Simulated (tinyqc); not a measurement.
Worked calculation: eight-band Kane k.p model with strain. Values are carried at full precision from step to step, so a last printed digit may differ when a step is redone from the rounded ones.

Constants: hbar^2/2m0 = 3.80998211 eV angstrom^2.

Values chosen for the exercise (near those of GaSb; shifted at random, so the results belong to these values and not to a real crystal): Eg = 0.849 eV (gap at Gamma to the s-like level); Dso = 0.762 eV (spin-orbit splitting); Ep = 27.7 eV (Kane energy); me = 0.0406 m0 (electron mass at Gamma); g1 = 13.38 (Luttinger gamma1); g2 = 4.75 (gamma2); g3 = 6.06 (gamma3); a = 6.06 angstrom (lattice constant); a_sub = 6.086 angstrom (lattice constant of the substrate); C11 = 86.7 GPa; C12 = 40.3 GPa; C44 = 40.7 GPa; face = 110 (growth face); ac = -7.46 eV (conduction deformation potential); av = 0.77 eV (valence hydrostatic potential); b = -2.03 eV (tetragonal shear potential); d = -4.57 eV (trigonal shear potential); k = (-0.033, 0.033, 0.03) 1/angstrom (wave vector); kmax = 0.06 1/angstrom (end of the path).

## Derived values

P = sqrt(Ep c); A = 1/me - Ep (Eg + 2 Dso/3)/(Eg (Eg + Dso)) keeps the electron mass; g1' = g1 - Ep/(3 Eg), g2' = g2 - Ep/(6 Eg), g3' = g3 - Ep/(6 Eg) remove the coupling to S that the Luttinger values already hold; L = -c (g1' + 4 g2'), M = -c (g1' - 2 g2'), N = -6 c g3'. c = hbar^2/2m0.

P = 10.2731 eV angstrom
A = -2.8520

g1', g2', g3': 2.5045  -0.6878  0.6222

L, M, N (eV angstrom^2): 0.9396  -14.7827  -14.2241

The coupling to the valence bands supplies 27.48, against 1/me = 24.63; A makes up the difference. The diagonal terms in A and L bend towards the gap, so the set should be tested for spurious states at large k.

## Strain of a layer grown coherently on a (110) face

e_par = (a_sub - a)/a in the plane; no stress along the normal: e_perp = -(C11 + 3 C12 - 2 C44)/(C11 + C12 + 2 C44) e_par; exx = eyy = (e_par + e_perp)/2, ezz = e_par, exy = (e_perp - e_par)/2, eyz = ezx = 0.

e_par = 0.004290
e_perp = -0.002598

strain tensor in the cubic axes:
```
           x          y         z
x   0.000846  -0.003444  0.000000
y  -0.003444   0.000846  0.000000
z   0.000000   0.000000  0.004290
```

The layer is under tension in the plane; its volume changes by +0.598 %.

## Strain terms

Strain (Bir-Pikus): H_SS gains ac tr(e); H_XX gains l exx + m (eyy + ezz) and H_XY gains n exy, with l = av + 2 b, m = av - b, n = sqrt(3) d. The sign of av is such that the gap moves by (ac - av) tr(e); the change of P with strain is neglected.

Form the strain terms of the Hamiltonian.

ac tr(e) = -0.04463 eV

strain block of X, Y, Z (the same for both spins) (eV):
```
         X        Y         Z
X  0.01160  0.02726         0
Y  0.02726  0.01160         0
Z        0        0  -0.00938
```

## The Hamiltonian at one k

Eight-band Kane model, basis S, X, Y, Z times spin, zero of energy at the top of the unstrained valence band, c = hbar^2/2m0. Within each spin: H_SS = Eg + A c k^2, H_SX = i P kx (likewise Y, Z), H_XX = -Dso/3 + L kx^2 + M (ky^2 + kz^2), H_XY = N kx ky, and cyclic. Spin-orbit term (Dso/3) L.sigma on X, Y, Z with (L_k)_ij = -i epsilon_kij: <X+|H|Y+> = -i Dso/3, <X+|H|Z-> = Dso/3, <Y+|H|Z-> = -i Dso/3, <Z+|H|X-> = -Dso/3, <Z+|H|Y-> = i Dso/3, <X-|H|Y-> = i Dso/3, and their conjugates; + and - are the spin along z. Terms from inversion asymmetry are left out, so every level is twofold.

Fill in the matrix, adding ac tr(e) to H_SS and the strain block to X, Y, Z of each spin.

H(k) (eV):
```
          S+              X+              Y+        Z+        S-              X-
S+    0.7709        -0.3390i         0.3390i   0.3082i         0               0
X+   0.3390i         -0.2708  0.0428-0.2540i    0.0141         0               0
Y+  -0.3390i  0.0428+0.2540i         -0.2708   -0.0141         0               0
Z+  -0.3082i          0.0141         -0.0141   -0.2947         0         -0.2540
S-         0               0               0         0    0.7709        -0.3390i
X-         0               0               0   -0.2540   0.3390i         -0.2708
Y-         0               0               0  -0.2540i  -0.3390i  0.0428-0.2540i
Z-         0          0.2540         0.2540i         0  -0.3082i          0.0141

                Y-        Z-
S+               0         0
X+               0    0.2540
Y+               0  -0.2540i
Z+         0.2540i         0
S-         0.3390i   0.3082i
X-  0.0428+0.2540i    0.0141
Y-         -0.2708   -0.0141
Z-         -0.0141   -0.2947
```

## Levels and orbital character

Diagonalise H; the levels come in pairs. The weights are summed over spin and averaged over each pair.

levels, each twofold (eV): -0.8759  -0.2174  0.0011  1.0269

weights:
```
   pair 1  pair 2  pair 3  pair 4
S   0.057   0.117   0.001   0.825
X   0.314   0.273   0.351   0.062
Y   0.314   0.273   0.351   0.062
Z   0.314   0.337   0.298   0.052
```

The conduction pair has 17.5 % valence character at this k; the valence pair with most S character is pair 2 (11.7 %).

## Bands along [001] and [110]

The same diagonalisation at six points |k| = 0, kmax/5, ..., kmax along each direction.

Levels (eV):
```
direction  |k| (1/angstrom)   pair 1   pair 2   pair 3  pair 4
[001]                 0.000  -0.7582  -0.0126   0.0226  0.8044
[001]                 0.012  -0.7629  -0.0229   0.0180  0.8183
[001]                 0.024  -0.7771  -0.0551   0.0083  0.8574
[001]                 0.036  -0.8012  -0.1057  -0.0040  0.9160
[001]                 0.048  -0.8357  -0.1675  -0.0198  0.9882
[001]                 0.060  -0.8811  -0.2349  -0.0393  1.0693
[110]                 0.000  -0.7582  -0.0126   0.0226  0.8044
[110]                 0.012  -0.7625  -0.0136   0.0076  0.8190
[110]                 0.024  -0.7758  -0.0336  -0.0167  0.8595
[110]                 0.036  -0.7990  -0.0932  -0.0217  0.9189
[110]                 0.048  -0.8338  -0.1626  -0.0286  0.9902
[110]                 0.060  -0.8820  -0.2352  -0.0370  1.0682
```

At kmax the conduction band lies 1.1 meV and the top valence band 2.3 meV apart between the two directions. k.p holds near Gamma; the zone edge lies near 1 1/angstrom.

## Masses at Gamma

m*/m0 = c h^2/(E(h) - E(0)) with |k| = h = 0.0001 1/angstrom; negative values are hole-like.

Masses (m0):
```
direction  pair 1  pair 2  pair 3  pair 4
[001]      -0.117  -0.055  -0.105   0.039
[110]      -0.128  -0.530  -0.036   0.037
```

Strain has split the top two pairs at Gamma, so each has its own mass tensor; the top pair has -0.105 along [001] and -0.036 along [110].

## Checks

- Electron mass of the unstrained model by finite differences against the input me: both 0.04060.
- Heavy-hole mass along [100] against 1/(g1 - 2 g2): both 0.2577.
- Light-hole mass along [100] against 1/(g1 + 2 g2): both 0.04371.

Program tinyqc; command `OMP_NUM_THREADS=1 python tinyqc.py 1050361 1050362 out.jsonl`; about 0.01 s on one thread of a shared Intel(R) Xeon(R) Processor @ 2.30GHz.
